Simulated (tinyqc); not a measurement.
Worked calculation: RHF in the sto-3g basis, for H3+, spin multiplicity 1. One step of it, computed by the program tinyqc.

Task: Iteration 2: building the Fock matrix. J_ij = sum D_kl (ij|kl), K_ij = sum D_kl (ik|jl); F = H + J - 0.5 K; E = tr D H + tr D J / 2 - 0.25 tr D K + E_nn.

D after iteration 1:
```
          1H 1s     2H 1s     3H 1s
1H 1s  0.343841  0.343997  0.343846
2H 1s  0.343997  0.344153  0.344001
3H 1s  0.343846  0.344001  0.343850
```

core Hamiltonian H = T + V (hartree):
```
           1H 1s      2H 1s      3H 1s
1H 1s  -1.451400  -0.889040  -0.888532
2H 1s  -0.889040  -1.451609  -0.889056
3H 1s  -0.888532  -0.889056  -1.451406
```

Two-electron integrals (ij|kl) in chemists' order, unique and non-zero (hartree):
```
(11|11) 0.774606   (21|11) 0.288130   (21|21) 0.139346   (22|11) 0.463001
(22|21) 0.288130   (22|22) 0.774606   (31|11) 0.287917   (31|21) 0.124738
(31|22) 0.228198   (31|31) 0.139165   (32|11) 0.228285   (32|21) 0.124809
(32|22) 0.288137   (32|31) 0.124740   (32|32) 0.139352   (33|11) 0.462849
(33|21) 0.228282   (33|22) 0.463006   (33|31) 0.287917   (33|32) 0.288137
(33|33) 0.774606
```

nuclear repulsion = 1.51604017 hartree

Give: Coulomb J; exchange K; Fock matrix F; total energy of this density.

Result:

Coulomb J (hartree):
```
        1H 1s   2H 1s   3H 1s
1H 1s  1.1381  0.5442  0.5439
2H 1s  0.5442  1.1384  0.5443
3H 1s  0.5439  0.5443  1.1381
```

exchange K (hartree):
```
        1H 1s   2H 1s   3H 1s
1H 1s  0.8442  0.6911  0.6908
2H 1s  0.6911  0.8447  0.6912
3H 1s  0.6908  0.6912  0.8442
```

Fock matrix F (hartree):
```
         1H 1s    2H 1s    3H 1s
1H 1s  -0.7354  -0.6904  -0.6901
2H 1s  -0.6904  -0.7356  -0.6904
3H 1s  -0.6901  -0.6904  -0.7354
```

total energy of this density = -1.241673 hartree
